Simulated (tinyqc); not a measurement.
# Worked calculation: all-pass ring resonator

Program tinyqc, `OMP_NUM_THREADS=1 python tinyqc.py 2650042 2650043 out.jsonl`; Intel Xeon 2.30GHz, shared host, one thread, about 0.01 s. Printed values are rounded.

A ring of length L = 2 pi Rr coupled to one bus waveguide: round-trip amplitude a = 10^(-al L/20), self-coupling t = sqrt(1 - k2). At detuning d from the resonance the round-trip phase is p = 2 pi d/FSR and the transmission T = (a^2 - 2 a t cos p + t^2)/(1 - 2 a t cos p + a^2 t^2). Lossless coupler, linear absorption only.

Parameters, values chosen for the exercise; values close to those of silicon nitride waveguides: cold resonance wavelength lam = 1550 nm; ring radius Rr = 50 um; group index ng = 1.99; propagation loss al = 0.43 dB/cm; power coupling k2 = 0.0088; thermo-optic change of the effective index dT = 2.7e-5 1/K; thermal resistance Rt = 5.5 K/mW; share of the loss that heats the ring fa = 0.77; input power Pin = 0.053 mW; laser detuning from the cold resonance dl = -2.2 pm.

Constants: c = 299792458 m/s. Results are converted to the units shown.

## Resonance parameters

FSR = lam^2/(ng L), finesse F = pi sqrt(a t)/(1 - a t), FWHM = FSR/F, Q = lam/FWHM, Tmin = (a - t)^2/(1 - a t)^2, power build-up k2 a^2/(1 - a t)^2, optical bandwidth c/(lam Q).

a = 0.998446
t = 0.995590
FSR = 3.84291 nm
F = 525.812
FWHM = 7.30853 pm
Q = 2.12081e5
Tmin = -6.38629 dB
build-up = 247.222
bandwidth = 0.911984 GHz

The ring is overcoupled; critical coupling needs k2 = 1 - a^2 = 0.00311.

## Iteration 1: thermal shift of the resonance

s at the start = 0 pm

T is the transmission at d = dl - s, p = 2 pi d/FSR; out = (lam dT/ng) Rt fa (1 - T) Pin; s(new) = out.

d = -2.2 pm
T = 0.434702
out = 2.66839 pm
s after iteration 1 = 2.66839 pm

## Iteration 2: thermal shift of the resonance

As before.

d = -4.86839 pm
T = 0.722442
out = 1.31016 pm
s after iteration 2 = 1.31016 pm

## Course of the iteration: thermal shift of the resonance

Stop when s changes by less than 1e-7 pm, or after 200 iterations.

Course of the iteration:
```
iteration,s (pm),|change| (pm)
1,2.66839,2.67
2,1.31016,1.36
3,1.89087,0.581
4,1.61348,0.277
5,1.74030,0.127
6,1.68104,0.0593
7,1.70846,0.0274
8,1.69572,0.0127
9,1.70163,5.91e-3
...,...,...
16,1.69974,2.74e-5
17,1.69976,1.27e-5
18,1.69975,5.91e-6
19,1.69975,2.74e-6
20,1.69975,1.27e-6
21,1.69975,5.91e-7
22,1.69975,2.74e-7
23,1.69975,1.27e-7
24,1.69975,5.91e-8
```

Converged in 24 iterations. At the end each change is about 0.46 times the one before, with alternating sign: linear convergence. The equation has 1 root(s).
